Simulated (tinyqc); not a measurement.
Landau levels of a parabolic two-dimensional band: one step. Fields of the Hall plateaus. Four cases, with inputs chosen for the exercise.

Problem. A plateau is centred where nu = n/n_B equals 1, 2, 3, 4, 5, 6; there rho_xy = h/(nu e^2).

In a field B along z: l = 1/sqrt((e/hbar) B) is the magnetic length, n_B = B/(h/e) the number of states per area in one level, hbar wc = 2 muB B/m for mass m in m0; 1/angstrom^2 = 1e16/cm^2.

Constants: h/e = 413566.7697 T angstrom^2; e^2/h = 3.874045865e-05 S.

Case 1.

Values chosen (out of a larger set: near those of a two-dimensional electron gas in GaAs; not measured data): n = 6.6 x 1e11/cm^2 (electron sheet density).

Case 2.

Values chosen (out of a larger set: near those of a two-dimensional electron gas in Ge (111); not measured data): n = 2 x 1e11/cm^2 (electron sheet density).

Case 3.

Values chosen (out of a larger set: near those of a two-dimensional electron gas in InAs; not measured data): n = 1.5 x 1e11/cm^2 (electron sheet density).

Case 4.

Values chosen (out of a larger set: near those of a two-dimensional electron gas in InGaAs; not measured data): n = 13 x 1e11/cm^2 (electron sheet density).

Give: Plateaus.

Solution.

Case 1.

Plateaus:
```
nu   B (T)  1/B (1/T)  rho_xy (kohm)
1   27.295     0.0366        25.8128
2   13.648     0.0733        12.9064
3    9.098     0.1099         8.6043
4    6.824     0.1465         6.4532
5    5.459     0.1832         5.1626
6    4.549     0.2198         4.3021
```

Case 2.

Plateaus:
```
nu  B (T)  1/B (1/T)  rho_xy (kohm)
1   8.271     0.1209        25.8128
2   4.136     0.2418        12.9064
3   2.757     0.3627         8.6043
4   2.068     0.4836         6.4532
5   1.654     0.6045         5.1626
6   1.379     0.7254         4.3021
```

Case 3.

Plateaus:
```
nu  B (T)  1/B (1/T)  rho_xy (kohm)
1   6.204     0.1612        25.8128
2   3.102     0.3224        12.9064
3   2.068     0.4836         8.6043
4   1.551     0.6448         6.4532
5   1.241     0.8060         5.1626
6   1.034     0.9672         4.3021
```

Case 4.

Plateaus:
```
nu   B (T)  1/B (1/T)  rho_xy (kohm)
1   53.764     0.0186        25.8128
2   26.882     0.0372        12.9064
3   17.921     0.0558         8.6043
4   13.441     0.0744         6.4532
5   10.753     0.0930         5.1626
6    8.961     0.1116         4.3021
```

These counts hold wherever the levels are resolved.

Computed by tinyqc, one run a case: `OMP_NUM_THREADS=1 python tinyqc.py N N+1 out.jsonl` with N = 1250328, 1250461, 1250506, 1250769; one thread of a shared Intel(R) Xeon(R) Processor @ 2.30GHz, about 0.01 s a run at most.
